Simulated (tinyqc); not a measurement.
## Trap and transport parameters from the curve

Inverse problem. A layer shows an ohmic current q n0 mu V/L, then a square law (9/8) th eps0 eps_r mu V^2/L^3 above Vx = 8 q n0 L^2/(9 th eps0 eps_r), and trap filling at V_TFL = q Nt L^2/(2 eps0 eps_r). th = y/(1 + y), y = (Nc/Nt) exp(-Et/kB T). The square-law current at V is given. Find th, n0, Nt and Et.

Inputs (values chosen for the exercise):

| symbol | value | unit | meaning |
|---|---|---|---|
| T | 350 | K | temperature |
| eps_r | 11.1 |  | relative permittivity |
| mu | 0.0033 | cm^2/(V s) | mobility |
| L | 12000 | nm | thickness |
| Nc | 6.4e20 | cm^-3 | band density of states |
| V | 19 | V | voltage |

Constants: q = 1.602176634e-19 C, kB = 1.380649e-23 J/K, Vt = kB T/q, eps0 = 8.8541878128e-14 F/cm where lengths are in cm. Results are converted to the units shown.

Mott-Gurney J = 7.0841938e-4 A/cm^2
Vx = 2.6942699 V
V_TFL = 140.84857 V

Solution. The square law gives th, Vx gives n0, V_TFL gives Nt, and th with Nt gives Et.

th = 0.929
n0 = 1.20e13 cm^-3
Nt = 1.20e15 cm^-3
Et = 0.320 eV

Computed by the program tinyqc: `OMP_NUM_THREADS=1 python tinyqc.py 2370122 2370123 out.jsonl`, one thread of a shared Intel Xeon 2.30GHz, about 0.01 s for the whole run.
